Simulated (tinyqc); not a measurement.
Worked calculation: leakage currents through a thin dielectric. Computed by tinyqc, a small Python program that keeps every step. Command: `OMP_NUM_THREADS=1 python tinyqc.py 3014746 3014747 out.jsonl leak walk`. One thread of a shared host (Intel(R) Xeon(R) Processor @ 2.30GHz), about 0.02 s of CPU time with the checks. Intermediate numbers are printed to about 5 digits and carried at full precision; extremes and crossings named in words are read from the listed rows.

Electrons leave an electrode with Fermi energy E_F above its band bottom; barriers are counted from the Fermi level, and both electrodes are alike.

Inputs (values chosen for the exercise, modelled on Ta2O5):

| quantity | value | unit |
|---|---|---|
| barrier height phi_B | 0.833 | eV |
| tunnelling mass m | 0.32 | m_0 |
| static permittivity k | 26.1 | - |
| optical permittivity k_o | 4.57 | - |
| trap depth phi_t | 0.68 | eV |
| Poole-Frenkel prefactor sigma_0 | 1.3e-06 | S/cm |
| thickness t | 3 | nm |
| electrode Fermi energy E_F | 3.8 | eV |
| electrode mass m_e | 0.3 | m_0 |
| voltage V | 0.74 | V |
| temperature T | 77 | K |

Stack: single layer.

Constants: m_0 = 9.1093837015e-31 kg; e = 1.602176634e-19 C; hbar = 1.054571817e-34 J s; k_B = 8.617333262e-05 eV/K; k_B = 1.380649e-23 J/K; eps_0 = 8.8541878128e-12 F/m; h = 6.62607015e-34 J s.

## Fields

Field F = V/t; equivalent oxide thickness 3.9 t/k.

field F = 2.4667 MV/cm

equivalent oxide thickness = 0.44828 nm

## Transmission at the Fermi level

WKB: a layer of mass m, field F and barrier b(x) = b_0 - e F x gives the exponent (4 sqrt(2 m)/(3 hbar e F)) [b_0^(3/2) - max(b_0 - e F t, 0)^(3/2)] for b_0 > 0; b_0 = barrier - (E - E_F); the transmission is D(E) = exp(-sum of exponents), without image force.

exponent of the dielectric = 11.466

transmission D(E_F) = 1.0484e-05

At E_F the barrier of the dielectric is trapezoidal (direct tunnelling).

## Tunnel current

Tsu-Esaki: J = (e m_e k_B T/(2 pi^2 hbar^3)) int D(E) ln[(1 + exp((E_F - E)/k_B T))/(1 + exp((E_F - eV - E)/k_B T))] dE over the normal energy E (its change with the mass at an interface is neglected) from max(0, E_F - 3 eV) to E_F + largest barrier, by 100 Gauss-Legendre points in each part, split at E_F - 0.3 eV (if inside the range) and E_F + 8 k_B T. The mean energy weights E - E_F by the integrand.

tunnel current density = 346.36 A/cm^2

mean energy of the current above E_F = -0.18665 eV

The current flows close to or below E_F.

## Thermal currents

Schottky emission J = A T^2 exp(-(phi_B - sqrt(e^3 F/(4 pi k_o eps_0)))/k_B T), A = 4 pi e m k_B^2/h^3 with the tunnelling mass; Poole-Frenkel J = sigma_0 F exp(-(phi_t - sqrt(e^3 F/(pi k_o eps_0)))/k_B T); both use the field F of the dielectric.

Schottky lowering = 0.27879 eV

Poole-Frenkel lowering = 0.55757 eV

Schottky current density = 1.2128e-31 A/cm^2

Poole-Frenkel current density = 3.1125e-08 A/cm^2

The Poole-Frenkel lowering is twice the Schottky one, because the charge of a trap is fixed while an image charge moves with the electron.

## Which mechanism rules?

The formulas are those given above.

Current densities (A/cm^2):

| V (V) | F (MV/cm) | tunnelling | Schottky | Poole-Frenkel |
|---|---|---|---|---|
| 0.15 | 0.5000 | 1.1395e+01 | 1.1272e-41 | 5.4498e-29 |
| 0.26 | 0.8667 | 2.3305e+01 | 4.4942e-39 | 1.5016e-23 |
| 0.37 | 1.2333 | 4.2481e+01 | 5.4872e-37 | 3.1855e-19 |
| 0.52 | 1.7333 | 9.4739e+01 | 1.3576e-34 | 2.7404e-14 |
| 0.63 | 2.1000 | 1.7626e+02 | 4.7104e-33 | 3.9971e-11 |
| 0.74 | 2.4667 | 3.4636e+02 | 1.2128e-31 | 3.1125e-08 |
| 0.89 | 2.9667 | 1.0456e+03 | 7.0452e-30 | 1.2632e-04 |
| 1.10 | 3.6667 | 7.2695e+03 | 1.2130e-27 | 4.6277e+00 |

The largest current is tunnelling from 0.150 to 1.10 V. Over the table tunnelling grows by 2.8 decades, Schottky by 14.0 and Poole-Frenkel by 28.9. A plot of ln(J/F) against sqrt(F) for the Poole-Frenkel column has the slope 53.50 per sqrt(MV/cm), from which k_o follows; reading it as Schottky emission would give about k_o/4.

Checks made by the program: energy integral against adaptive quadrature (relative difference 2e-07).
